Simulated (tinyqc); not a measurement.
Carrier lifetime of a p-type layer with SRH, radiative, Auger and surface recombination: one step of the calculation.

Uniform excess density dn = dp (no trapping), n = n0 + dn, p = p0 + dn, Boltzmann statistics, full ionisation. Surfaces enter as a rate 2 S dn/d, which holds while diffusion to them is fast.

Task. Equilibrium densities and SRH constants. ni = sqrt(Nc Nv) exp(-Eg/(2 Vt)), Eg in volts; majority density N/2 + sqrt(N^2/4 + ni^2), n0 p0 = ni^2; n1 = Nc exp(-Et/Vt), p1 = Nv exp((Et - Eg)/Vt); tn0 = 1/(sn vth Nt), tp0 = 1/(sp vth Nt).

Parameters, values chosen for the exercise; band and dielectric values close to those of silicon:
```
symbol,value,unit,meaning
T,300,K,temperature
Eg,1.14,eV,band gap
Nc,2.82e19,cm^-3,conduction-band density of states at T
Nv,2.6e19,cm^-3,valence-band density of states at T
N,1.7e15,cm^-3,acceptor density
Nt,1.9e10,cm^-3,trap density
sn,3e-16,cm^2,capture cross-section for electrons
sp,2e-17,cm^2,capture cross-section for holes
vth,2.1e7,cm/s,thermal velocity (both carriers)
Et,0.7,eV,trap level below the conduction band
```

Constants: q = 1.602176634e-19 C, kB = 1.380649e-23 J/K, Vt = kB T/q. Results are converted to the units shown.

Wanted: ni; n0; p0; n1; p1; tn0; tp0.

Result.

ni = 7.1950e9 cm^-3
n0 = 30452 cm^-3
p0 = 1.7000e15 cm^-3
n1 = 4.9064e7 cm^-3
p1 = 1.0551e12 cm^-3
tn0 = 0.0083542 s
tp0 = 0.12531 s

Computed by the program tinyqc: `OMP_NUM_THREADS=1 python tinyqc.py 2300062 2300063 out.jsonl`, one thread of a shared Intel Xeon 2.30GHz, about 0.01 s for the whole run.
